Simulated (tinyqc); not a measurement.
Bandgap voltage reference from two bipolar transistors: one step of the calculation.

Two transistors of area 1 and N carry the same current I. Is(T) = Is (T/T0)^eta exp[(Vg0 q/kB)(1/T0 - 1/T)], VBE1 = Vt ln(I/Is(T)) + I rb, VBE2 = Vt ln(I/(N Is(T))) + I rb/N. The amplifier forces I R1(T) = VBE1 - VBE2 + Vos, with R(T) = R (1 + tc (T - T0)) for both resistors, and the output is Vref = VBE1 + I R2(T). Base currents and the Early effect are neglected.

Problem. Operating point at another temperature. Vt = kB T/q; I = (Vt ln N + Vos)/(R1(T) - rb (1 - 1/N)).

Parameters, values chosen for the exercise; values of the order met in silicon bipolar transistors: reference temperature T0 = 300 K; band-gap voltage extrapolated to 0 K Vg0 = 1.205 V; temperature exponent of the saturation current eta = 4.3; saturation current of the unit transistor at T0 Is = 5.5e-18 A; area ratio of the second transistor N = 4; resistor across which the difference of VBE falls, at T0 R1 = 10 kohm; temperature coefficient of both resistors tc = 0 ppm/K; offset of the amplifier Vos = 0 mV; series resistance of the unit transistor rb = 0 ohm; output resistor at T0 R2 = 173.6 kohm; temperature T = 253 K.

Constants: q = 1.602176634e-19 C, kB = 1.380649e-23 J/K. Results are converted to the units shown.

Give: Vt; I; Is(T); VBE1; I R2; Vref.

Solution.

Vt = 0.021802 V
I = 3.0224 uA
Is(T) = 4.5876e-22 A
VBE1 = 0.79411 V
I R2 = 0.52468 V
Vref = 1.3188 V

From T0 to T, VBE1 changes by 90.9 mV and I R2 by -97.5 mV, which leaves -6.60 mV in Vref.

Program tinyqc, `OMP_NUM_THREADS=1 python tinyqc.py 2062018 2062019 out.jsonl`; Intel Xeon 2.30GHz, shared host, one thread, about 0.02 s.
